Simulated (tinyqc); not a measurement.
Changing the temperature T: classical Heisenberg spin chain: exact results, Metropolis, heat-bath and over-relaxation steps, and a Monte Carlo run. Computed by tinyqc, a small Python program. Command: `OMP_NUM_THREADS=1 python tinyqc.py 3130243 3130244 out.jsonl heismc sweep`. One thread of a shared host (Intel(R) Xeon(R) Processor @ 2.30GHz), about 0.01 s of CPU time with the checks.

E = -J sum_i s_i . s_(i+1) for unit vectors s_i on an open chain; K = J/(k_B T).

Inputs (values chosen for the exercise, for a model chain of large moments): coupling J = 19 meV; moment mu = 6.9 mu_B.

Constants: k_B = 8.617333262e-05 eV/K; mu_B = 5.7883818060e-05 eV/T.

Method. Each bond angle is independent, so u = <s_i . s_(i+1)> = coth K - 1/K, <s_i . s_(i+n)> = u^n, correlation length xi = -1/ln|u|, energy per bond -J u, heat capacity per bond c/k_B = 1 - K^2/sinh^2 K, and for the long chain chi = mu^2 (1 + u)/(3 k_B T (1 - u)) per spin.

One run for each value:

| temperature T (K) | chi (mu_B/T per spin) | xi (sites) | heat capacity (k_B/bond) | u |
|---|---|---|---|---|
| 11.4 | 3.524e+01 | 18.84 | 1.000 | 0.9483 |
| 19.6 | 1.169e+01 | 10.74 | 1.000 | 0.9111 |
| 33.8 | 3.799e+00 | 6.01 | 1.000 | 0.8467 |
| 58.2 | 1.210e+00 | 3.28 | 0.971 | 0.7371 |
| 173.0 | 1.388e-01 | 1.05 | 0.402 | 0.3849 |
| 298.0 | 5.813e-02 | 0.70 | 0.164 | 0.2381 |
| 512.0 | 2.770e-02 | 0.51 | 0.060 | 0.1418 |
| 883.0 | 1.425e-02 | 0.40 | 0.021 | 0.0829 |
| 1520.0 | 7.725e-03 | 0.33 | 0.007 | 0.0483 |

Give the missing row, temperature T (K) = 100.0.

Computed row:
```
temperature T (K)  chi (mu_B/T per spin)  xi (sites)  heat capacity (k_B/bond)       u
100.0                          3.905e-01        1.78                     0.758  0.5711
```

Interpolating between the two neighbouring rows (the first column on a logarithmic scale, the others too where they are positive) misses most in heat capacity (k_B/bond), by 17 %. Over the rows, chi (mu_B/T per spin) falls from 35.2 to 0.00772 (exponent d ln y / d ln x -2.0 between the first rows and -1.1 between the last); xi (sites) falls from 18.8 to 0.330 (exponent d ln y / d ln x -1.0 between the first rows and -0.36 between the last); heat capacity (k_B/bond) falls from 1.00 to 0.00698. At the low end the exponent of chi is -2.04, close to -2: chi goes as xi/T with xi as 1/T. At the low end the exponent of xi is -1.04, close to -1: xi grows as K.
